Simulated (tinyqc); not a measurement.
Classical nucleation, growth and JMAK kinetics of crystallisation from a melt or glass: one step, computed by the program tinyqc.

A spherical nucleus cap on a flat wall with a sharp interface of isotropic energy gamma; lambda = Omega^(1/3) is the jump distance.

Question. Critical nucleus. Driving force per volume: dG = H [(T_m - T)/T_m] [2 T/(T_m + T)]. Shape factor f = (2 + cos theta)(1 - cos theta)^2/4. W(r) = f [4 pi r^2 gamma - (4/3) pi r^3 dG]; r* = 2 gamma/dG; W* = f 16 pi gamma^3/(3 dG^2); n* = f (4/3) pi r*^3/Omega.

Inputs (values chosen for the exercise, for a model substance):

| quantity | value | unit |
|---|---|---|
| melting point T_m | 1500 | K |
| heat of melting per volume H | 1400 | J/cm^3 |
| interface energy gamma | 0.158 | J/m^2 |
| atomic volume Omega | 21.4 | angstrom^3 |
| temperature T | 1215 | K |
| contact angle theta | 90 | degrees |

Nucleation: on a flat wall. Driving force: Thompson-Spaepen.

Constants: e = 1.602176634e-19 C; k_B = 1.380649e-23 J/K.

Give: driving force dG; shape factor f; critical radius r*; barrier W*; atoms in the nucleus n*; W*/(k_B T).

Answer.

driving force dG = 238.08 J/cm^3

shape factor f = 0.5

critical radius r* = 1.3273 nm

barrier W* = 3.6387 eV

atoms in the nucleus n* = 228.85

W*/(k_B T) = 34.753

The wall leaves r* unchanged and cuts the barrier to 50.0 % of the homogeneous value. W* equals n* Omega dG/2 = 3.639 eV.
